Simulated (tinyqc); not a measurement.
Precursor delivery by bubblers, mass-transport growth and the solid composition of a III-V alloy: one step, computed by the program tinyqc. Command: `OMP_NUM_THREADS=1 python tinyqc.py 3021448 3021449 out.jsonl movpe_thermo walk`. One thread of a shared host (Intel(R) Xeon(R) Processor @ 2.30GHz), about 0.01 s of CPU time with the checks.

1 sccm = 44.615 micromol/min; 1 torr = 133.322 Pa. The sources decompose fully at the surface.

Task: Mass transport. Mean velocity u = (F_t/A)(760/p)(T/273); D = D0 (T/273)^1.75 (760/p); boundary layer delta = sqrt(pi D z/u); flux = D dp/(delta k_B T); growth rate = flux x a^3/4.

Inputs (values chosen for the exercise, modelled on triethylgallium (source 1) and trimethylindium (source 2) for the vapour pressures):
```
quantity                           value      unit
total flow F_t                        14       slm
reactor pressure p                   100      torr
growth temperature T                 950         K
diffusivity at 273 K and 760 torr   0.48    cm^2/s
flow cross-section A                  62      cm^2
distance from the leading edge z     5.3        cm
lattice constant a                  5.57  angstrom
```

Constants: k_B = 1.380649e-23 J/K.

Give: velocity u; D; boundary layer delta; growth rate per torr of group III.

Result:

velocity u = 99.53 cm/s

D = 32.34 cm^2/s

boundary layer delta = 2.326 cm

growth rate per torr of group III = 219.8 micrometre/(h torr)

Caution: the boundary layer is a quarter or more of the root of the cross-section, so it fills much of the channel and depletion along the flow matters.
